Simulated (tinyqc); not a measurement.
## Gate voltage for a given inversion charge

Question. p-type body, charge-sheet picture, depletion and inversion only, full ionisation (an idealisation for deep acceptors), Boltzmann statistics (rough once Na exp(x - xn) passes about Nc/7). In units of Vt: xg = (Vg - Vfb)/Vt, x = psi/Vt, G = gamma/sqrt(Vt), xn = (2 phiF + Vc)/Vt. The implicit equation is (xg - x)^2 = G^2 [x - 1 + exp(x - xn)] for x above about 3. Cox = eps0 eox/tox. ni = sqrt(Nc Nv) exp(-Eg/(2 Vt)), Eg in volts; phiF = Vt ln(Na/ni); gamma = sqrt(2 q eps0 eps_r Na)/Cox. N_inv = (Cox Vt G/q) [sqrt(x - 1 + exp(x - xn)) - sqrt(x - 1)]. Find x - xn, psi and Vg.

Parameters, values chosen for the exercise; band and dielectric values close to those of silicon: temperature T = 250 K; band gap Eg = 1.13 eV; relative permittivity eps_r = 11.5; conduction-band density of states at T Nc = 2.16e19 cm^-3; valence-band density of states at T Nv = 2e19 cm^-3; relative permittivity of the gate insulator (close to aluminium oxide) eox = 8.87; insulator thickness tox = 5.5 nm; acceptor density Na = 9.2e16 cm^-3; flat-band voltage Vfb = -0.87 V; channel-body voltage Vc = 1 V.

Constants: q = 1.602176634e-19 C, kB = 1.380649e-23 J/K, Vt = kB T/q, eps0 = 8.8541878128e-14 F/cm where lengths are in cm. Results are converted to the units shown.

N_inv = 9.3e10 cm^-2

Answer. N_inv rises steadily with x, so it fixes x; the implicit equation then gives xg directly.

x - xn = 2.44
psi = 1.95 V
Vg = 1.26 V

Computed by the program tinyqc: `OMP_NUM_THREADS=1 python tinyqc.py 2122215 2122216 out.jsonl`, one thread of a shared Intel Xeon 2.30GHz, about 0.01 s for the whole run.
